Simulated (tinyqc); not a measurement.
X-ray reflectivity of a thin film on silicon: critical angles, Parratt recursion, fringes and roughness. Changing the film density rho. Computed by tinyqc, a small Python program. Command: `OMP_NUM_THREADS=1 python tinyqc.py 3121016 3121017 out.jsonl xrr sweep`. One thread of a shared host (Intel(R) Xeon(R) Processor @ 2.30GHz), about 0.01 s of CPU time with the checks.

n = 1 - delta + i beta; the classical electron radius is r_e = 2.8179403e-6 nm. Layer 0 is vacuum, 1 the film, 2 the substrate.

Inputs (values chosen for the exercise, modelled on HfO2 on silicon, copper K-alpha radiation):
```
quantity,value,unit
wavelength lambda,0.15406,nm
"effective electrons per unit mass, film",0.415,mol/g
"beta/delta, film",0.082,-
film thickness d,4.81,nm
roughness of the surface sigma_1,1.1,nm
roughness of the interface sigma_2,0.31,nm
substrate density,2.33,g/cm^3
"effective electrons per unit mass, substrate",0.507,mol/g
"beta/delta, substrate",0.023,-
grazing angle theta,1.83,degrees
```

Constants: N_A = 6.02214076e+23 1/mol.

Method:
- delta = r_e lambda^2 rho_e/(2 pi), rho_e = density x electrons per mass x N_A; critical angle sqrt(2 delta), q_c = 4 sqrt(pi r_e rho_e).
- k_j = (2 pi/lambda) sqrt(sin^2 theta - 2 delta_j + 2 i beta_j); r_ij = (k_i - k_j)/(k_i + k_j) x exp(-2 k_i k_j sigma^2) (Nevot-Croce); r = (r_01 + r_12 p)/(1 + r_01 r_12 p), p = exp(2 i k_1 d); R = |r|^2.
- Far above the critical angle the period is d theta = lambda/(2 d), or 2 pi/d in q; the envelope runs between (|r_01| - |r_12 p|)^2 and (|r_01| + |r_12 p|)^2; contrast = 2 a b/(a^2 + b^2) with a = |r_01|, b = |r_12 p|; roughness factors on the amplitudes are about exp(-q^2 sigma^2/2).

One run for each value:
```
film density rho (g/cm^3),critical angle of the film (degrees),contrast,reflectivity R
4.76,0.28834,0.11783,3.0526e-06
5.65,0.31414,0.09707,6.6457e-06
6.53,0.33772,0.08655,1.1571e-05
7.42,0.36000,0.08023,1.7947e-05
8.30,0.38075,0.07618,2.5635e-05
9.19,0.40065,0.07340,3.4818e-05
10.10,0.42001,0.07141,4.5677e-05
11.00,0.43833,0.07002,5.7886e-05
```

Describe and explain the trends.

Over the rows, critical angle of the film (degrees) rises from 0.288 to 0.438 (exponent d ln y / d ln x about 0.50 throughout); contrast falls from 0.118 to 0.0700 (exponent d ln y / d ln x -1.1 between the first rows and -0.23 between the last); reflectivity R rises from 3.05e-6 to 5.79e-5 (exponent d ln y / d ln x 4.5 between the first rows and 2.8 between the last). The exponent of critical angle of the film stays at 0.50: delta is proportional to the density.
